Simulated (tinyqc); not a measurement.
Worked calculation: finite-size error of a charged defect in a periodic cell: Madelung and Makov-Payne terms. Computed by tinyqc, a small Python program that keeps every step. Command: `OMP_NUM_THREADS=1 python tinyqc.py 3001362 3001363 out.jsonl imagecharge walk`. One thread of a shared host (Intel(R) Xeon(R) Processor @ 2.30GHz), about 0.07 s of CPU time with the checks. Intermediate numbers are printed to about 5 digits and carried at full precision; extremes and crossings named in words are read from the listed rows.

L is the cube root of the cell volume. The defect charge is a Gaussian, rho(r) = q (2 pi sigma^2)^(-3/2) exp(-r^2/2 sigma^2), repeated periodically in a uniform neutralising background and screened by a continuum. The model cell energy is E(L) = E_0 + [periodic - isolated electrostatic energy].

Inputs (values chosen for the exercise, with screening close to that of CdTe):
```
quantity,value,unit
charge q,-2,e
cell length L,14.9,angstrom
dielectric constant eps,9.88,-
width sigma of the defect charge,0.96,angstrom
formation energy of the isolated defect E_0,3.953,eV
```

Supercell lattice: bcc. Screening: isotropic.

scatter added to the six cells, standing for numerical noise (meV): [11, 14, 5.2, 12, 20, 26]

Constants: e^2/(4 pi eps_0) = 14.39964548 eV angstrom.

## The cell

Cell vectors: (-1,1,1), (1,-1,1), (1,1,-1), scaled to volume L^3.

cell vectors (rows) (angstrom):
```
,1,2,3
1,-9.3864,9.3864,9.3864
2,9.3864,-9.3864,9.3864
3,9.3864,9.3864,-9.3864
```

nearest image = 16.258 angstrom

## Madelung energy

Ewald sum for a unit point charge: scale each Cartesian component of the cell by 1/sqrt(eps_i), giving R', G' and V'; E = [ (1/2) sum erfc(eta R')/R' + (2 pi/V') sum exp(-G'^2/4 eta^2)/G'^2 - eta/sqrt(pi) - pi/(2 V' eta^2) ] e^2/(4 pi eps_0) / sqrt(eps_x eps_y eps_z), over n_i = -6..6, omitting n = (0,0,0), eta = 2/V'^(1/3). alpha = -2 E eps_g L/(e^2/(4 pi eps_0)), eps_g = (eps_x eps_y eps_z)^(1/3).

terms for a unit charge (eV): real space 0.00081, reciprocal 0.00670, self -0.11037, background -0.03841

Madelung constant alpha = 2.8885

point-charge correction -q^2 E = 0.56507 eV

## Energy of the smeared charge in the cell

Periodic energy of the Gaussian: (2 pi q^2/V) sum_(G != 0) exp(-sigma^2 G^2)/(G.eps.G) x e^2/(4 pi eps_0), n_i = -k..k with k = max(9, L/sigma rounded up). Isolated energy: q^2/(2 sqrt(pi) sigma) <1/(n.eps.n)> e^2/(4 pi eps_0), the mean over directions n, here 1/eps.

periodic energy = 1.1582 eV

isolated energy = 1.7131 eV

finite-size error = -0.55487 eV

E(L) = 3.3981 eV

## Makov-Payne correction

Second radial moment Q = q <r^2> = 3 q sigma^2; E(corrected) = E(L) + q^2 alpha e^2/(4 pi eps_0)/(2 eps L) - 2 pi q Q e^2/(4 pi eps_0)/(3 eps L^3). Errors left are the corrected energies less E_0.

Q = -5.5296 e angstrom^2

third-order term = -0.010205 eV

error left after the first term = 0.010205 eV

error left after both terms = 0 eV

third-order over first-order term, in size = 0.018060

The point-charge term alone overcorrects by 0.0102 eV, 2 % of itself; both terms together are exact to 1e-7 eV, since the clouds do not overlap.

## A series of cells

Cells of the same shape with L scaled by 0.7, 0.85, 1, 1.25, 1.5 and 2; the scatter is added to E(L). The point-charge correction scales as 1/L from its value at the input L.

Scaling data:
```
L (angstrom),1/L (1/angstrom),E(L) (eV),E(L) + point-charge correction (eV)
10.430,0.095877,3.1865,3.9938
12.665,0.078958,3.3188,3.9836
14.900,0.067114,3.4033,3.9684
18.625,0.053691,3.5182,3.9702
22.350,0.044743,3.5993,3.9760
29.800,0.033557,3.6977,3.9803
```

## Ways to reach the isolated limit

Least-squares fits of E(L) to a + b/L, a + c/L^3 or a + b/L + c/L^3; the estimate is a, and errors are against E_0.

Estimates of E_0:
```
way,estimate (eV),error (meV)
"largest cell, uncorrected",3.6977,-255.26
"largest cell, point-charge term",3.9803,27.28
"1/L fit, three smallest",3.9124,-40.59
"1/L fit, all six",3.9642,11.24
"1/L^3 fit, all six",3.6385,-314.54
"1/L and 1/L^3, three smallest",3.8060,-147.03
"1/L and 1/L^3, all six",4.0062,53.17
"corrected data, 1/L^3 fit",3.9716,18.57
```

coefficient b of the full fit = -9.2941 eV angstrom

Best here: 1/L fit, all six (+11.2 meV); worst: 1/L^3 fit, all six (-315 meV). The fitted b is 110.4 % of the Madelung value -q^2 alpha e^2/(8 pi eps_0 eps_g). The three-term fit to three small cells has no spare point and magnifies the scatter.

Checks made by the program: the same sum with another eta (relative difference below 1e-10); both terms against the exact model when the clouds do not overlap (relative difference below 1e-10).
